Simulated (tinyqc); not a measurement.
Ewald sum of point charges, displaced rock salt lattice, step by step. Computed by tinyqc, a small Python program that keeps every step. Command: `OMP_NUM_THREADS=1 python tinyqc.py 27990 27991 out.jsonl` (the two numbers bound the seeds that draw the settings). One thread of a shared host (Intel(R) Xeon(R) Processor @ 2.60GHz), about 0.05 s of CPU time with the checks.

## Ewald sum with eta = 0.399 1/bohr

cell vectors (rows) (bohr):
```
          1         2         3
1  0.000000  4.325000  4.325000
2  4.325000  0.000000  4.325000
3  4.325000  4.325000  0.000000
```

Charges:

| q | f1 | f2 | f3 |
|---|---|---|---|
| 1.000000 | 0.000000 | 0.000000 | 0.000000 |
| -1.000000 | 0.450000 | 0.560000 | 0.500000 |

Real space: 1/2 sum q_i q_j erfc(eta r)/r over all images with r > 0; reciprocal space: (2 pi/V) sum_(G != 0) exp(-G^2/4 eta^2)/G^2 |S(G)|^2 with S(G) = sum q exp(i G.r); self term -eta/sqrt(pi) sum q^2; background -pi Q^2/(2 V eta^2), Q the total charge.

Real-space shells (first ones):

| r (bohr) | pairs | sum (hartree) |
|---|---|---|
| 4.071477 | 2 | -0.005304 |
| 4.117164 | 2 | -0.004899 |
| 4.295054 | 2 | -0.003578 |
| 4.381291 | 2 | -0.003065 |
| 4.548864 | 2 | -0.002256 |
| 4.589801 | 2 | -0.002092 |
| 6.116474 | 24 | 0.001094 |
| 7.193295 | 2 | -0.000007 |
| 7.245117 | 2 | -0.000006 |
| 7.448800 | 2 | -3.53e-06 |
| 7.498857 | 4 | -0.000006 |
| 7.548581 | 2 | -2.71e-06 |

Reciprocal shells (first ones that count):

| G^2 (1/bohr^2) | vectors | sum (hartree) |
|---|---|---|
| 1.582883 | 8 | 0.064381 |
| 2.110510 | 6 | 0.000324 |
| 4.221021 | 12 | 0.000023 |
| 5.803904 | 24 | 0.000067 |
| 6.331531 | 8 | 5.54e-07 |
| 8.442042 | 6 | 1.51e-08 |
| 10.024925 | 24 | 4.92e-08 |
| 10.552552 | 24 | 2.16e-09 |

## The total does not depend on eta

The same sums for other eta.

Totals (hartree per cell):

| eta | real | reciprocal | self | background | total |
|---|---|---|---|---|---|
| 0.399000 | -0.020127 | 0.064795 | -0.450223 | 0.000000 | -0.40555488 |
| 0.615000 | -0.000287 | 0.288685 | -0.693953 | 0.000000 | -0.40555488 |
| 0.794000 | -2.76e-06 | 0.490381 | -0.895933 | 0.000000 | -0.40555488 |

shortest distance = 4.071477 bohr

Madelung constant -E d / (formula units |q+ q-|) = 1.651207
